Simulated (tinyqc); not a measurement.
Worked calculation: sp3 tight binding, zinc-blende lattice. One step of it, computed by the program tinyqc.

Task: Levels at k. Diagonalise the Hermitian matrix.

H(k) at k (eV), lower triangle (Hermitian):
```
,a s,a px,a py,a pz,c s,c px,c py,c pz
a s,-13.630000
a px,0.000000,-7.560000
a py,0.000000,0.000000,-7.560000
a pz,0.000000,0.000000,0.000000,-7.560000
c s,-1.892775-2.397382i,-0.672728-4.097726i,5.457658+0.505099i,-1.402965-1.964878i,-13.630000
c px,0.672728+4.097726i,0.842736+1.067406i,1.675719+2.346875i,-6.518695-0.603296i,0.000000,-7.560000
c py,-5.457658-0.505099i,1.675719+2.346875i,0.842736+1.067406i,0.803515+4.894375i,0.000000,0.000000,-7.560000
c pz,1.402965+1.964878i,-6.518695-0.603296i,0.803515+4.894375i,0.842736+1.067406i,0.000000,0.000000,0.000000,-7.560000
```

Give: eigenvalues; weights |c|^2 of the basis functions.

Result:

eigenvalues (eV): -20.0942  -18.4204  -16.0908  -15.5137  -3.3805  -1.4148  0.4244  1.8700

weights |c|^2 of the basis functions:
```
,band 1,band 2,band 3,band 4,band 5,band 6,band 7,band 8
a s,0.4079,0.1883,0.0624,0.0017,0.2482,0.0802,0.0011,0.0102
a px,0.0223,0.1163,0.1615,0.1466,0.0841,0.1398,0.1596,0.1698
a py,0.0578,0.0958,0.1894,0.0593,0.1583,0.2727,0.0395,0.1272
a pz,0.0120,0.0996,0.0867,0.2924,0.0094,0.0073,0.2998,0.1928
c s,0.4079,0.1883,0.0624,0.0017,0.2482,0.0802,0.0011,0.0102
c px,0.0223,0.1163,0.1615,0.1466,0.0841,0.1398,0.1596,0.1698
c py,0.0578,0.0958,0.1894,0.0593,0.1583,0.2727,0.0395,0.1272
c pz,0.0120,0.0996,0.0867,0.2924,0.0094,0.0073,0.2998,0.1928
```
